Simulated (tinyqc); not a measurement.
From results back to parameters: inversion layer as a triangular well, valleys of the Si type. Four cases, with inputs chosen for the exercise.

Problem. The spacing of the two lowest levels of one ladder was computed from a hidden sheet density Ns.

The field is taken as constant, e F = 4 pi (e^2/4 pi eps0)(Nd + eta Ns)/eps, with 1e12/cm^2 = 1e-4/angstrom^2, and the oxide as a hard wall at z = 0; c = hbar^2/2m0.

Level j of a valley lies at E_j = a_j (c (e F)^2/m_z)^(1/3) above the band edge at the surface, with the Airy zeros a_j = 2.338107, 4.087949, 5.520560, 6.786708, 7.944134, 9.022651, 10.040174, 11.008524, 11.936016, 12.828777, and has <z> = 2 E_j/(3 e F).

Constants: hbar^2/2m0 = 3.80998211 eV angstrom^2; e^2/(4 pi eps0) = 14.39964547 eV angstrom.

Case 1.

Values chosen (near those of Si; not measured data): m_z = 0.2603 m0 (confinement mass); eps = 11.5 (dielectric constant); Nd = 2 x 1e12/cm^2 (depletion charge); eta = 0.5 (share of Ns in the effective field).

E_1 - E_0 = 113.6613 meV

Case 2.

Values chosen (near those of Si; not measured data): m_z = 0.2608 m0 (confinement mass); eps = 11.8 (dielectric constant); Nd = 0.59 x 1e12/cm^2 (depletion charge); eta = 0.75 (share of Ns in the effective field).

E_1 - E_0 = 74.2075 meV

Case 3.

Values chosen (near those of Si; not measured data): m_z = 0.2528 m0 (confinement mass); eps = 11.5 (dielectric constant); Nd = 0.52 x 1e12/cm^2 (depletion charge); eta = 0.75 (share of Ns in the effective field).

E_1 - E_0 = 200.9322 meV

Case 4.

Values chosen (near those of Si; not measured data): m_z = 0.2571 m0 (confinement mass); eps = 11.7 (dielectric constant); Nd = 0.21 x 1e12/cm^2 (depletion charge); eta = 0.75 (share of Ns in the effective field).

E_1 - E_0 = 252.5589 meV

Find: F; Ns.

Solution. e F = sqrt(m_z/c) [(E_1 - E_0)/(a_1 - a_0)]^(3/2), with a_0 and a_1 the first two zeros; then Ns = (eps e F/(4 pi e^2/4 pi eps0) - Nd)/eta.

Case 1.

F = 0.4327 MV/cm
Ns = 1.50 x 1e12/cm^2

Case 2.

F = 0.2285 MV/cm
Ns = 1.20 x 1e12/cm^2

Case 3.

F = 1.0023 MV/cm
Ns = 7.80 x 1e12/cm^2

Case 4.

F = 1.4244 MV/cm
Ns = 12.00 x 1e12/cm^2

Computed by tinyqc, one run a case: `OMP_NUM_THREADS=1 python tinyqc.py N N+1 out.jsonl` with N = 1251365, 1251391, 1251397, 1251480; one thread of a shared Intel(R) Xeon(R) Processor @ 2.30GHz, about 0.02 s a run at most.
